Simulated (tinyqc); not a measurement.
Changing the anneal time t: hydrogen passivation and dissociation of interface defects with a spread of activation energies. Computed by tinyqc, a small Python program. Command: `OMP_NUM_THREADS=1 python tinyqc.py 3005664 3005665 out.jsonl passivation sweep`. One thread of a shared host (Intel(R) Xeon(R) Processor @ 2.30GHz), about 0.01 s of CPU time with the checks.

Active defects P react as P + H2 -> HP + H and HP -> P + H; released atomic hydrogen is removed. All defects start active. Activation energies are normally distributed, independently for the two reactions.

Inputs (values chosen for the exercise, for a model interface):
```
quantity                        value    unit
defect density N_0            1.3e+12   cm^-2
mean passivation energy E_f      1.41      eV
spread s_f                      0.058      eV
prefactor k_f0                7.5e-09  cm^3/s
mean dissociation energy E_d     2.85      eV
spread s_d                      0.045      eV
prefactor k_d0                4.4e+12     1/s
dissolved hydrogen [H2]       2.1e+17   cm^-3
anneal temperature T              540       K
```

Ambient: hydrogen.

Constants: k_B = 8.617333262e-05 eV/K.

Method. a = k_f0 [H2] exp(-E_f/k_B T), b = k_d0 exp(-E_d/k_B T); the active share of one kind of site is b/(a + b) + (a/(a + b)) exp(-(a + b) t). Full average: z from -5 to 5 in steps of 0.125 with normalised weights exp(-z^2/2), energy = mean + spread x z, over both energies.

One run for each value:
```
anneal time t (s)  active share  active share, single energy
1.00e+00             9.9976e-01                   9.9989e-01
6.00e+00             9.9858e-01                   9.9935e-01
3.00e+01             9.9300e-01                   9.9673e-01
2.00e+02             9.5677e-01                   9.7841e-01
1.00e+03             8.3031e-01                   8.9663e-01
6.00e+03             4.8839e-01                   5.1962e-01
3.00e+04             1.5540e-01                   3.7883e-02
2.00e+05             1.1958e-02                   4.3494e-10
1.00e+06             3.8454e-04                   1.0157e-10
```

Describe the trends.

Over the rows, active share falls from 1.000 to 3.85e-4 (exponent d ln y / d ln x -6.6e-4 between the first rows and -2.1 between the last); active share, single energy falls from 1.000 to 1.02e-10 (exponent d ln y / d ln x -3.0e-4 between the first rows and -0.90 between the last).
